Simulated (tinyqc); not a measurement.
Three-level Kane dispersion of a narrow-gap semiconductor, step by step. Values are carried at full precision from step to step, so a last printed digit may differ when a step is redone from the rounded ones.

Zero of energy at Gamma8, c = hbar^2/2m0, P^2 = Ep c. The free-electron term and remote bands are left out, so the heavy holes are flat at E = 0 and the other three bands obey E (E - Eg)(E + Dso) = P^2 k^2 (E + 2 Dso/3). The conduction band is the highest root; its edge is Ec = max(Eg, 0).

Constants: hbar^2/2m0 = 3.80998211 eV angstrom^2; hbar = 6.58211957e-16 eV s; e^2/(4 pi eps0) = 14.39964547 eV angstrom; muB = 5.788381798e-05 eV/T.

Inputs chosen for the exercise (near those of InAs; the results hold for these values, not for the real material): Eg = 0.399 eV (E(Gamma6) - E(Gamma8)); Dso = 0.4 eV (spin-orbit splitting); Ep = 22 eV (Kane energy); k = 0.039 1/angstrom (wave vector); n = 2.2e+18 cm^-3 (electron density); eps = 12.6 (high-frequency dielectric constant); B = 2.9 T (magnetic field).

## The three bands at one k

Expand the equation into E^3 + a2 E^2 + a1 E + a0 = 0 and give its roots; compare with the two-level form (Dso to infinity) E = Eg/2 +/- sqrt(Eg^2/4 + (2/3) P^2 k^2).

P^2 k^2 = 0.127490 eV^2

a2, a1, a0: 0.001000  -0.287090  -0.033997

roots (eV): -0.4627  -0.1252  0.5869

two-level form (eV): -0.1538  0.5528

The two-level form misses the highest root by -34.1 meV. The order is normal: Gamma6 forms the conduction band.

## Mass at the edge and limiting velocity

m0* = Eg (Eg + Dso)/(Ep (Eg + 2 Dso/3)). In the two-level form the velocity tends to v = sqrt(2/3) P/hbar, and |Eg| = 2 m v^2 with m = 3 |Eg|/(2 Ep), as for a relativistic particle. 1 angstrom = 1e-10 m.

m0* = 0.02177 m0
P = 9.1553 eV angstrom
v = 1.136e+06 m/s
k at which the linear part sets in, |Eg|/(2 hbar v) = 0.02669 1/angstrom

## Fermi level and mass at a given density

Degenerate electrons at T = 0: kF = (3 pi^2 n)^(1/3), 1 cm^-3 = 1e-24 angstrom^-3; EF is the highest root at kF. The momentum (cyclotron, optical) mass is m(E) = hbar^2 k/(dE/dk) = c d(k^2)/dE with d(k^2)/dE = k^2 [1/E + 1/(E - Eg) + 1/(E + Dso) - 1/(E + 2 Dso/3)]; the density of states is k d(k^2)/dE/(2 pi^2).

Edge mass m0* = Eg (Eg + Dso)/(Ep (Eg + 2 Dso/3)).

Compare EF - Ec with the parabolic value c kF^2/m0*.

kF = 0.04024 1/angstrom
EF - Ec = 0.1972 eV
parabolic value = 0.2833 eV
m(EF) = 0.04068 m0
m(EF)/m0* = 1.868
density of states at EF = 2.176e+19 1/(eV cm^3)

The parabola overstates EF - Ec by a factor of 1.44; (EF - Ec)/|Eg| = 0.49, and the two-level rule 1 + 2 (EF - Ec)/|Eg| = 1.988 estimates the mass ratio.

## Plasma and cyclotron energies

hbar wp = sqrt(8 pi c (e^2/4 pi eps0) n/(eps m)), hbar wc = 2 muB B/m (classical limit), with m = m(EF) and, for comparison, the edge mass; n in angstrom^-3.

hbar wp with m(EF), with m0* (meV): 76.93  105.16

hbar wc with m(EF), with m0* (meV): 8.25  15.42

EF - Ec = 197.2 meV is 24 times hbar wc, so the classical value applies.

## Checks

- Roots of the cubic against the 8 x 8 Kane matrix without remote terms: they agree to 1e-10 or better.
- m(E) near the edge against m0*: both 0.02177.

(tinyqc, `OMP_NUM_THREADS=1 python tinyqc.py 1080573 1080574 out.jsonl`, Intel(R) Xeon(R) Processor @ 2.30GHz, 1 thread, shared host, about 0.01 s.)
